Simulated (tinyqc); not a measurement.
Bottom-up copper filling of a trench by curvature-enhanced accelerator coverage. Changing the exchange current of the suppressed surface i_0. Computed by tinyqc, a small Python program. Command: `OMP_NUM_THREADS=1 python tinyqc.py 3003166 3003167 out.jsonl superfill sweep`. One thread of a shared host (Intel(R) Xeon(R) Processor @ 2.30GHz), about 0.05 s of CPU time with the checks.

A rectangular trench keeps vertical walls and a flat floor. An accelerator floats on the surface; where area is lost in the corners it is passed on to the floor.

Inputs (values chosen for the exercise, close to those used for damascene copper plating): trench width w = 180 nm; aspect ratio h/w = 2; exchange current of the accelerated surface i_1 = 1.1 mA/cm^2; transfer coefficient alpha = 0.52; overpotential eta = 0.091 V; starting coverage theta_0 = 0.076; adsorption rate k_a = 5.2e-05 1/s; cupric ion concentration C = 0.85 mol/l; diffusivity D = 5.6e-06 cm^2/s; boundary layer delta = 46 um; temperature T = 298 K.

Constants: e = 1.602176634e-19 C; N_A = 6.02214076e+23 1/mol; k_B = 8.617333262e-05 eV/K.

Method. Kinetic current i_k = [i_0 (1 - theta) + i_1 theta] exp(alpha eta/(k_B T)), limit i_L = 2 F D C/delta, i = 1/(1/i_k + 1/i_L); velocity v = i Omega/(2F), Omega = 7.11 cm^3/mol, F = e N_A. Depletion inside the trench is ignored. Half width x, floor height y, depth h = aspect ratio x w. dx/dt = -v_s, dy/dt = v_b. d theta_b/dt = k_a (1 - theta_b) + [theta_s v_b + theta_b v_s]/x: the floor takes the accelerator of the wall it covers and keeps its own as it narrows. d theta_s/dt = k_a (1 - theta_s). theta_b is capped at 1. Integrate (tolerance 1e-9) until the walls meet (x = 0.02 w/2) or the floor passes the original mouth y = h. Start: x = w/2, y = 0, theta_b = theta_s = theta_0. Height filled = y/h, opening left = x/(w/2).

One run for each value; columns: (1) exchange current of the suppressed surface i_0 (mA/cm^2); (2) ratio v(1)/v(theta_0); (3) share of the height filled from the floor; (4) opening left, as a share of w:
```
(1)        (2)     (3)      (4)
0.0055  12.021  1.0000  0.10710
0.0110  11.371  1.0000  0.08783
0.0210  10.354  1.0000  0.05342
0.0400   8.851  0.9409  0.02000
0.0760   6.944  0.7663  0.02000
0.1500   4.818  0.5701  0.02000
0.2800   3.139  0.4201  0.02000
0.5500   1.830  0.3101  0.02000
```

What does the table show, and why?

Over the rows, ratio v(1)/v(theta_0) falls from 12.0 to 1.83 (exponent d ln y / d ln x -0.080 between the first rows and -0.80 between the last); share of the height filled from the floor falls from 1.00 to 0.310, flat over part of the range; opening left, as a share of w falls from 0.107 to 0.0200, flat over part of the range. A stronger suppressor (smaller i_0) raises the contrast, until theta_0 i_1 outweighs i_0.

Caution (all rows): real profiles develop slanted corners, and accelerator is consumed; both are left out.
